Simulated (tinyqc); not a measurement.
Inside a calculation. Model: straight dislocations in isotropic elasticity: fields, energies, partials, Peierls stress and walls. Computed by tinyqc, a small Python program that keeps every step. Command: `OMP_NUM_THREADS=1 python tinyqc.py 3023204 3023205 out.jsonl disloc walk`. One thread of a shared host (Intel(R) Xeon(R) Processor @ 2.30GHz), about 0.01 s of CPU time with the checks. Intermediate numbers are printed to about 6 digits and carried at full precision; extremes and crossings named in words are read from the listed rows.

The line runs along z, the glide plane is y = 0, and beta is the angle between b and the line (0 screw, 90 degrees edge): b_e = b sin(beta) along +x with the extra half plane at y > 0, b_s = b cos(beta). Stress is positive in tension.

Inputs (values chosen for the exercise, modelled on silicon):
```
quantity,value,unit
shear modulus G,65.7,GPa
Poisson ratio nu,0.217,-
Burgers vector b,3.84,angstrom
stacking-fault energy gamma,62.9,mJ/m^2
dislocation density rho,2.6e+11,1/m^2
core radius r0/b,0.5,-
misfit volume of a solute dV,-3,angstrom^3
temperature T,900,K
unstable fault energy gamma_us,2070,mJ/m^2
tilt angle theta,8.3,degrees
source length l,29,nm
```

Character: 30-degree.

field point (x, y) (nm): [2.4, 5.8]

Constants: 1 eV/angstrom^3 = 160.2176634 GPa; k_B = 8.617333262e-05 eV/K.

## Line energy and line tension

Energy factor K = G [cos^2(beta) + sin^2(beta)/(1 - nu)]. E = K b^2/(4 pi) ln(R/r0) with R = 1/(2 sqrt(rho)); tension T = E + d^2E/d(beta)^2 = G b^2 [1 + nu - 3 nu sin^2(beta)]/(4 pi (1 - nu)) ln(R/r0). The core energy is taken into r0.

energy factor K = 70.2520 GPa

ln(R/r0) = 8.53840

line energy E = 43.9317 eV/nm

line tension T = 55.3180 eV/nm

stored energy rho E = 1.83004 kJ/m^3

T/E = 1.26: bowing turns parts of the line towards the costlier edge character, so it is stiff.

## Stress at a point

With D = G b_e/(2 pi (1 - nu)), S = G b_s/(2 pi), r^2 = x^2 + y^2: s_xx = -D y (3x^2 + y^2)/r^4, s_yy = D y (x^2 - y^2)/r^4, s_xy = D x (x^2 - y^2)/r^4, s_zz = nu (s_xx + s_yy), s_xz = -S y/r^2, s_yz = S x/r^2. Pressure p = -trace/3.

stress (MPa):
```
,x,y,z
x,-487.808,-110.519,-511.893
y,-110.519,-267.087,211.818
z,-511.893,211.818,-163.812
```

pressure p = 306.236 MPa

The point lies above the glide plane, on the compressed side.

## Force on a second, equal dislocation at that point; binding of a solute

Peach-Koehler force per length on a parallel dislocation with the same b: in the glide plane F_x = s_xy b_e + s_yz b_s, normal to it F_y = -(s_xx b_e + s_xz b_s), which drives climb of the edge part or cross-slip of a screw. A solute with misfit volume dV has the energy p dV, and its dilute concentration is scaled by exp(-p dV/(k_B T)).

glide force F_x = 49.2212 mN/m

normal force F_y = 263.891 mN/m

solute energy = -5.73412 meV

concentration ratio = 1.07674

Along x the second dislocation is repelled. The undersized solute is enriched here.

## Splitting into partials

Shockley partials have b_p = b/sqrt(3) at the angles beta -/+ 30 degrees; their repulsion balances the fault at d = G b_p^2/(8 pi gamma) (2 - nu)/(1 - nu) [1 - 2 nu cos(2 beta)/(2 - nu)].

partial Burgers vector b_p = 2.21703 angstrom

splitting width d = 4.08551 nm

d/b = 10.6393

Widely split: cross-slip and climb need a constriction first.

## Peierls-Nabarro core of the undissociated dislocation

Misfit energy gamma(u) = (gamma_us/2)(1 - cos(2 pi u/b)), so the largest restoring stress is tau_max = pi gamma_us/b; u(x) = b/2 + (b/pi) arctan(x/zeta), zeta = K b/(4 pi tau_max). Summing the misfit energy over atomic rows a' apart gives, for a wide core, W_P = (K b^2/pi) exp(-2 pi zeta/a') and sigma_P = (K b/a') exp(-2 pi zeta/a'); a' = b/2 for edge and 30-degree lines, b sqrt(3)/2 for screw and 60-degree lines.

tau_max = 16.9351 GPa

half width zeta = 1.26763 angstrom

row spacing a' = 1.92 angstrom

Peierls barrier W_P = 324.997 meV/nm

Peierls stress sigma_P = 2218.74 MPa

zeta/a' = 0.66 and sigma_P/G = 0.034: the stress falls by a factor e for each a'/(2 pi) of half width. Caution: in covalent crystals lines are dissociated and reconstructed and move by kinks, so this sinusoidal model gives only the trend.

## Strength from dislocations

Frank-Read source, averaged over the loop: tau = G b/(2 pi l) [(1 - nu/2)/(1 - nu)] ln(l/r0). Taylor hardening: tau = 0.3 G b sqrt(rho).

Frank-Read stress = 790.989 MPa

Taylor stress = 3.85926 MPa

Of the source, forest and Peierls stresses the largest here is the Peierls stress. Caution: in covalent crystals the flow stress is largely set by thermally activated glide over the Peierls barrier, which the source and Taylor stresses leave out.

## Low-angle tilt boundary

A symmetric tilt wall of edge dislocations has the spacing h = b/(2 sin(theta/2)); Read-Shockley: gamma_b = E0 theta (A - ln theta), E0 = G b/(4 pi (1 - nu)), A = 1 + ln(b/(2 pi r0)), theta in radians.

spacing h = 2.65311 nm

boundary energy = 663.840 mJ/m^2

angle of the maximum, exp(A - 1) = 18.2378 degrees

## Character of the line

E = K b^2/(4 pi) ln(R/r0); T = G b^2 [1 + nu - 3 nu sin^2(beta)]/(4 pi (1 - nu)) ln(R/r0).

From screw to edge:
```
beta (degrees),K (GPa),E (eV/nm),T (eV/nm),d (nm)
0,65.7000,41.0851,63.8577,3.51938
15,66.9197,41.8478,61.5695,3.67107
30,70.2520,43.9317,55.3180,4.08551
45,74.8040,46.7782,46.7782,4.65164
60,79.3560,49.6248,38.2385,5.21776
75,82.6883,51.7086,31.9870,5.63220
90,83.9080,52.4714,29.6988,5.78389
```

The edge costs 1/(1 - nu) = 1.277 times the screw in energy, yet its tension is only (1 - 2 nu)/(1 + nu) = 0.465 of the screw value, so loops under stress are elongated along b. The edge splits 1.64 times as widely, (2 + nu)/(2 - 3 nu), since there the larger, edge parts of the partials repel with the factor 1/(1 - nu) and the small screw parts attract, while in the screw the roles are exchanged.

Checks made by the program: zero divergence of the stress field, by differences and relative to the size of its gradient (relative difference 1e-10); splitting against the force between the two partials (relative difference below 1e-10).
